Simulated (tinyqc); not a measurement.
Worked calculation: two-mode optical phonons of a ternary alloy from two coupled oscillators. Computed by tinyqc, a small Python program that keeps every step. Command: `OMP_NUM_THREADS=1 python tinyqc.py 3030172 3030173 out.jsonl twomode walk`. One thread of a shared host (Intel(R) Xeon(R) Processor @ 2.30GHz), about 0.01 s of CPU time with the checks. Intermediate numbers are printed to about 6 digits and carried at full precision; extremes and crossings named in words are read from the listed rows.

An alloy A(x)B(1-x)C has an A-C and a B-C bond oscillator. Each TO frequency moves linearly from the impurity mode (dilute end) to the TO of the pure crystal; each strength is proportional to the number of bonds.

Inputs (values chosen for the exercise, for a model alloy):
```
quantity                  value  unit
omega_TO of pure AC         234  1/cm
omega_LO of pure AC         255  1/cm
omega_TO of pure BC         163  1/cm
omega_LO of pure BC         190  1/cm
eps_inf of AC              6.31     -
eps_inf of BC              10.8     -
impurity mode of A in BC    223  1/cm
impurity mode of B in AC    166  1/cm
fraction x of A             0.8     -
damping gamma               8.9  1/cm
electron mass m*           0.11   m_0
```

Constants: e^2/(4 pi eps_0) = 14.39964548 eV angstrom; hbar^2/(2 m_0) = 3.80998212 eV angstrom^2; 1 THz = 33.35640952 1/cm; h x 1 THz = 4.135667696 meV.

## The two oscillators

omega_1 = (impurity mode of A) + x (omega_TO,AC - impurity mode of A); omega_2 = (impurity mode of B) + (1 - x)(omega_TO,BC - impurity mode of B); eps_inf = x eps_AC + (1 - x) eps_BC; strengths W_1 = x eps_AC (omega_LO,AC^2 - omega_TO,AC^2), W_2 = (1 - x) eps_BC (omega_LO,BC^2 - omega_TO,BC^2).

omega_1 (A-C, TO) = 231.8 1/cm

omega_2 (B-C, TO) = 165.4 1/cm

eps_inf = 7.208

W_1 = 51837.9 1/cm^2

W_2 = 20586.96 1/cm^2

## LO modes, coupled by the field

eps(omega) = eps_inf + W_1/(omega_1^2 - omega^2) + W_2/(omega_2^2 - omega^2) = 0 is the eigenproblem of the matrix [[omega_1^2 + W_1/eps_inf, sqrt(W_1 W_2)/eps_inf], [sqrt(W_1 W_2)/eps_inf, omega_2^2 + W_2/eps_inf]] for omega_LO^2. Uncoupled values keep the diagonal alone. eps_s = eps_inf + W_1/omega_1^2 + W_2/omega_2^2.

matrix (1/cm^2):
```
         1        2
1  60923.0   4532.2
2   4532.2  30213.3
```

lower LO mode = 171.926 1/cm

upper LO mode = 248.149 1/cm

uncoupled values (1/cm): 173.820  246.826

eps_s = 8.92529

The field pushes the upper mode up by 1.32 and the lower one down by 1.89 per cm; the lower LO stays between the two TO modes.

## Share of the polar coupling

The polar coupling of mode j is c_j = (u_j . sqrt(W))^2/(eps_inf^2 omega_j^2), u_j its eigenvector and omega_j here its LO frequency; the c_j add up to 1/eps_inf - 1/eps_s. Froehlich constant alpha_j = (e^2/(4 pi eps_0)) c_j k_j/(2 E_j), E_j = h c omega_j, k_j = sqrt(m* E_j/(hbar^2/(2 m_0))).

c_j, lower and upper mode: 0.00779981  0.0188937

share of the upper mode = 0.707802

alpha_j, lower and upper mode: 0.0653563  0.131776

The upper mode holds 71 % of the coupling, against 56 % of the ionic part of eps_s for the upper oscillator: the field moves strength to the higher mode.

## Reflectivity

With damping, each denominator is omega_j^2 - omega^2 - i gamma omega; R = |(sqrt(eps) - 1)/(sqrt(eps) + 1)|^2.

Spectrum:
```
omega (1/cm)    Re eps    Im eps          R
155            14.2236   2.26439   0.341158
165            10.4092   14.0144   0.424022
169            2.58279   8.46547   0.346401
172            3.06803   4.45132   0.217556
175            4.30762   2.59733   0.165055
218            13.8044   2.47532   0.336409
232            5.30929   25.1153   0.544237
240           -3.73819   5.71742   0.517916
248           0.436088   1.79131   0.142269
253            1.83573   1.08877  0.0531742
273            4.31381  0.309683   0.123218
```

## Modes across the composition range

The formulas are those given above.

Frequencies (1/cm):
```
x     TO, A-C  TO, B-C  lower LO  upper LO  coupling share of the upper LO    eps_s
0.02   223.22   163.06   189.542   223.673                        0.025561  14.5302
0.10   224.10   163.30   187.770   226.288                        0.114671  13.9540
0.20   225.20   163.60   185.638   229.442                        0.207080  13.2342
0.35   226.85   164.05   182.479   234.057                        0.326658  12.1553
0.50   228.50   164.50   179.226   238.649                        0.440111  11.0775
0.65   230.15   164.95   175.752   243.318                        0.561545  10.0008
0.80   231.80   165.40   171.926   248.149                        0.707802   8.9253
0.90   232.90   165.70   169.104   251.503                        0.833058   8.2090
0.98   233.78   165.94   166.646   254.288                        0.961931   7.6365
```

The upper LO moves from 223.7 to 254.3 and the lower from 189.5 to 166.6 per cm. At each dilute end one LO-TO pair closes onto an impurity mode. The upper LO shifts by +0.31 per cm for each per cent of x near the middle, which is how Raman spectra measure composition. Its share of the polar coupling passes one half between x = 0.5 and 0.65.

Checks made by the program: generalised Lyddane-Sachs-Teller relation (relative difference below 1e-10); sum of the couplings (relative difference below 1e-10).
